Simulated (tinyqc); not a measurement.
Worked calculation: plane-wave Kohn-Sham cycle with exchange-only LDA in a layered model solid. One step of it, computed by the program tinyqc.

Problem. Iteration 1: potential. V_H(G) = 4 pi rho(G)/G^2 for G != 0 (uniform background); v_x = -(3 rho/pi)^(1/3); V = V_ext + V_H + v_x; Fourier components f(G_m) = (1/N) sum_j f(x_j) exp(-i G_m x_j).

A solid whose potential varies along x alone (atomic units):
```
parameter                      value
period a                   13.200000
cross-section of the cell  12.000000
electrons per cell                 2
grid points                       16
plane waves -n..n, n               3
k points                           3
V1 in V1 cos(2 pi x/a)     -0.510000
V2 in V2 cos(4 pi x/a)      0.080000
```

density at the start, on the grid x_j = j a/N (e/bohr^3): 0.01262626  0.01262626  0.01262626  0.01262626  0.01262626  0.01262626  0.01262626  0.01262626  0.01262626  0.01262626  0.01262626  0.01262626  0.01262626  0.01262626  0.01262626  0.01262626

Give: Potentials on the grid; V(G_m), m = 0, 1, 2, ....

Solution.

Potentials on the grid (hartree):
```
x          V_ext     V_H      v_x        V
0.0000   -0.4300  0.0000  -0.2293  -0.6593
0.8250   -0.4146  0.0000  -0.2293  -0.6439
1.6500   -0.3606  0.0000  -0.2293  -0.5899
2.4750   -0.2517  0.0000  -0.2293  -0.4810
3.3000   -0.0800  0.0000  -0.2293  -0.3093
4.1250    0.1386  0.0000  -0.2293  -0.0907
4.9500    0.3606  0.0000  -0.2293   0.1313
5.7750    0.5277  0.0000  -0.2293   0.2984
6.6000    0.5900  0.0000  -0.2293   0.3607
7.4250    0.5277  0.0000  -0.2293   0.2984
8.2500    0.3606  0.0000  -0.2293   0.1313
9.0750    0.1386  0.0000  -0.2293  -0.0907
9.9000   -0.0800  0.0000  -0.2293  -0.3093
10.7250  -0.2517  0.0000  -0.2293  -0.4810
11.5500  -0.3606  0.0000  -0.2293  -0.5899
12.3750  -0.4146  0.0000  -0.2293  -0.6439
```

V(G_m), m = 0, 1, 2, ... (hartree): -0.2293  -0.2550  0.0400  0.0000  0.0000  0.0000  0.0000
